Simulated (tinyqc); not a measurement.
From ratio R back to oxide density: X-ray photoelectron analysis of a thin oxide on a semiconductor: attenuation lengths, thickness, angle series and band offsets. Computed by tinyqc, a small Python program. Command: `OMP_NUM_THREADS=1 python tinyqc.py 3114257 3114258 out.jsonl xps inv`. One thread of a shared host (Intel(R) Xeon(R) Processor @ 2.30GHz), about 0.01 s of CPU time with the checks.

The same element is seen in the oxide and in the substrate, at nearly the same kinetic energy; films are flat and uniform, and the work function is ignored.

Inputs (values chosen for the exercise, modelled on SiO2 on 4H-SiC):
```
quantity                                          value     unit
photon energy                                      2000       eV
binding energy of the core level                  100.5       eV
oxide formula mass                                60.08    g/mol
valence electrons per oxide formula                  16        -
oxide gap                                          8.79       eV
substrate density                                  3.21   g/cm^3
substrate formula mass                             40.1    g/mol
valence electrons per substrate formula               8        -
substrate gap                                      3.26       eV
oxide thickness d                                   1.6       nm
emission angle from the normal                        0  degrees
attenuation length over inelastic mean free path    0.9        -
carbon overlayer                                    0.7       nm
```

Method:
- TPP-2M: lambda = E/(E_p^2 [b ln(c E) - C/E + D/E^2]) in angstrom, E_p = 28.8 sqrt(N_v rho/M), b = -0.10 + 0.944/sqrt(E_p^2 + E_g^2) + 0.069 rho^0.1, c = 0.191/sqrt(rho), U = N_v rho/M, C = 1.97 - 0.91 U, D = 53.4 - 20.8 U, with E = photon energy less binding energy in eV.
- Attenuation length L = factor x lambda.
- R_0 = (rho_o/M_o) L_o/((rho_s/M_s) L_s); peak ratio R = I_ox/I_sub = R_0 [exp(d/(L_o cos theta)) - 1]; hence d = L_o cos theta ln(1 + R/R_0). A carbon layer weakens both peaks alike, by exp(-d_C/(L_o cos theta)) if its L is taken equal to L_o. This R_0 leaves out intrinsic losses from the substrate peak, so calibrated values can be larger.

Problem. A run gave the result below. Find the oxide density, known to lie between 2 and 4.1 g/cm^3.

ratio R = 0.2857611

Solution.

Each step takes the trial c = (a f_b - b f_a)/(f_b - f_a), f being the result less the target and a, b, c the logarithms of the listed values; c replaces end b, the old b replaces a if the sign of f changed, and otherwise f_a is halved.

Scan of the range:
```
oxide density (g/cm^3)   ratio R
2.00                    0.236008
2.25                    0.266901
2.54                    0.302937
2.86                    0.342966
3.23                    0.389633
3.64                    0.441885
4.10                    0.501280
```

False position (Illinois rule, in the logarithm of the input) inside the bracket:
```
step    end a    end b    trial   ratio R
1     2.25000  2.54000  2.39739  0.285188
2     2.54000  2.39739  2.40187  0.285744
3     2.54000  2.40187  2.40213  0.285777
4     2.40187  2.40213  2.40200  0.285761
5     2.40213  2.40200  2.40200  0.285761
```

Ratio R rises at every point of a 13-point scan of the range (every second point is shown), so one value fits; it is bracketed by 2.25 and 2.54. Answer: oxide density = 2.402 g/cm^3.
